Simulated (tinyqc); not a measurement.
What moves the results: six-band hole subbands of a thin body in a field. A value that a table varies takes the place of the one given here.

Basis X, Y, Z times spin, hole energies counted downwards from the unstrained edge (the hydrostatic shift is left out), c = hbar^2/2m0. For a symmetric tensor T let C(T) have C_XX = L Txx + M (Tyy + Tzz), C_XY = N Txy (cyclic), L = c (g1 + 4 g2), M = c (g1 - 2 g2), N = 6 c g3. k = q + kz n, n the unit normal, q = k1 u + k2 v with u along the channel [1-10] and v = n x u. H = C(k k^T) + (Dso/3)(1 - L.sigma) - B + e F z with (L_k)_ij = -i epsilon_kij; B is the block C built from the traceless strain with 2b, -b and sqrt(3) d in place of L, M, N. Strain: exx = eyy = (s11 + s12) sx/2, ezz = s12 sx, exy = -s44 sx/4. Hard walls at z = 0 and t; basis sin(j pi z/t), j = 1 to Nz: kz^2 = (j pi/t)^2, kz = -i D with D_jl = 4 j l/(t (j^2 - l^2)), z_jj = t/2 and z_jl = -8 t j l/(pi (j^2 - l^2))^2 for j + l odd; 1 MV/cm = 0.01 eV/angstrom.

Nz = 14. E1 is the top subband at q = 0, gap the distance to the next pair, and the masses are c q^2/(E(q) - E1) at |q| = 0.02 1/angstrom (mean of the spin pair) along the channel [1-10] and across it in the plane; a dash marks a band that does not rise.

Constants: hbar^2/2m0 = 3.80998211 eV angstrom^2.

Values chosen for the exercise (near those of a p-type Si channel; shifted at random, so the results belong to these values and not to a real crystal):
- g1 = 4.29 (Luttinger gamma1)
- g2 = 0.34 (gamma2)
- g3 = 1.44 (gamma3)
- Dso = 0.045 eV (spin-orbit splitting)
- b = -2.14 eV (tetragonal potential)
- d = -4.82 eV (trigonal potential)
- S = (7.8, -2.18, 12.62) 1/TPa (compliances s11, s12, s44)
- face = 110 (surface)
- t = 80 angstrom (body thickness)
- F = 0.2 MV/cm (field across the body)
- sx = -0.5 GPa (stress along the channel [1-10], negative in compression)

## Stress along the channel

Each row has its own sx.

Results:

| sx (GPa) | E1 (meV) | gap (meV) | m channel | m across |
|---|---|---|---|---|
| -3.0 | -58.1 | 29.5 | 0.114 | 0.277 |
| -2.0 | -21.4 | 29.5 | 0.114 | 0.277 |
| -1.0 | 15.1 | 29.5 | 0.115 | 0.278 |
| -0.5 | 33.1 | 29.4 | 0.116 | 0.279 |
| 0.0 | 50.8 | 28.8 | 0.118 | 0.280 |
| 0.5 | 67.2 | 21.2 | 0.130 | 0.284 |
| 1.0 | 73.5 | 17.2 | 0.229 | 0.284 |

Under 2 GPa of compression the channel mass goes from 0.118 to 0.114 m0, the mass across from 0.280 to 0.277; the gap to the next subband is 30, 29 and 17 meV at -2, 0 and +1 GPa. The lightest channel mass of the table, 0.114 m0, is at -3.0 and -2.0 GPa. Compression changes the channel mass little here, since confinement on this face has already singled out the orbital that the stress favours.

## Surface orientation and number of bands

Three faces, six bands; and four bands, with Dso set to 1000 eV.

Results:

| case | E1 (meV) | gap (meV) | m channel | m across |
|---|---|---|---|---|
| (001) 6 bands | 77.7 | 27.3 | 0.188 | 1.229 |
| (001) 4 bands | 81.6 | 26.3 | 0.216 | 0.548 |
| (110) 6 bands | 33.1 | 29.4 | 0.116 | 0.279 |
| (110) 4 bands | 62.7 | 52.8 | 0.148 | 0.307 |
| (111) 6 bands | 54.5 | 37.1 | 0.159 | 0.583 |
| (111) 4 bands | 59.7 | 48.5 | 0.178 | 0.210 |

With six bands the top subband is shallowest on (110) (33.1 meV) and deepest on (001). Without the stress E1 would be 89.3, 50.8 and 65.0 meV, so the stress moves it by -11.6, -17.7 and -10.5 meV. The lightest channel mass is on (110) (0.116 m0). Dropping the split-off band moves E1 by 3.8, 29.6 and 5.2 meV and the gap by -0.9, 23.4 and 11.4 meV on the three faces, with Dso = 45 meV.

## What each parameter does

Six bands. Each row changes one parameter from the base and keeps the others.

Results:

| case | E1 (meV) | gap (meV) | m channel (m0) | m across (m0) |
|---|---|---|---|---|
| base | 33.1 | 29.4 | 0.116 | 0.279 |
| t = 70 angstrom | 33.1 | 29.4 | 0.116 | 0.279 |
| F = 0.5 MV/cm | 67.1 | 53.9 | 0.115 | 0.278 |
| sx = -1 GPa | 15.1 | 29.5 | 0.115 | 0.278 |
| g3 = 1.34 | 42.2 | 36.9 | 0.121 | 0.279 |
| g2 = 0.39 | 34.9 | 30.9 | 0.116 | 0.286 |
| Dso = 0.068 eV | 37.8 | 29.7 | 0.118 | 0.280 |
| d = -3.86 eV | 35.7 | 29.3 | 0.116 | 0.279 |

The largest shifts from the base row, up to three for each result and ties (the steps differ in size, so this ranks the rows, not the parameters). E1 (meV): F +34.0, sx -18.0, g3 +9.1; unchanged at the printed digits by t. gap (meV): F +24.5, g3 +7.5, g2 +1.5; unchanged at the printed digits by t. m channel (m0): g3 +0.005, Dso +0.002, sx -0.001, F -0.001; unchanged at the printed digits by t, g2 and d. m across (m0): g2 +0.008, Dso +0.002, F -0.001, sx -0.001; unchanged at the printed digits by t, g3 and d.

tinyqc: `OMP_NUM_THREADS=1 python tinyqc.py 1280116 1280117 out.jsonl`; about 0.4 s, one thread, shared Intel(R) Xeon(R) Processor @ 2.30GHz.
